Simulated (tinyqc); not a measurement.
Electromigration in a confined line: Blech product, Korhonen stress evolution and Black's law: one step, computed by the program tinyqc.

The electron wind pushes atoms from the cathode (x = 0) to the anode (x = L); blocking ends build a back stress (tension positive). The input rho is taken not to change with temperature. d sigma/dt = d/dx [kappa (d sigma/dx + G)], with zero flux at both ends and sigma = 0 at t = 0.

Task: Extrapolation by Black's law. Median life t50 = A j^(-n) exp(E/(k_B T)); acceleration factor = t50(use)/t50(test) = (j/j_u)^n exp[(E/k_B)(1/T_u - 1/T)]. Temperatures in kelvin are T(C) + 273.15.

Inputs (values chosen for the exercise, close to those used for copper lines):
```
quantity,value,unit
activation energy E,0.822,eV
current density j,1.8,MA/cm^2
line length L,30,um
test temperature T,330,C
use temperature T_u,110,C
use current density j_u,0.31,MA/cm^2
current exponent n,1.2,-
```

Start: stress-free.

Constants: k_B = 8.617333262e-05 eV/K.

Give: current factor; temperature factor; acceleration factor.

Result:

current factor = 8.2545

temperature factor = 8785.6

acceleration factor = 72521

Caution: j_u L lies below the critical product, so the acceleration factor is formal: at use the line would not void.
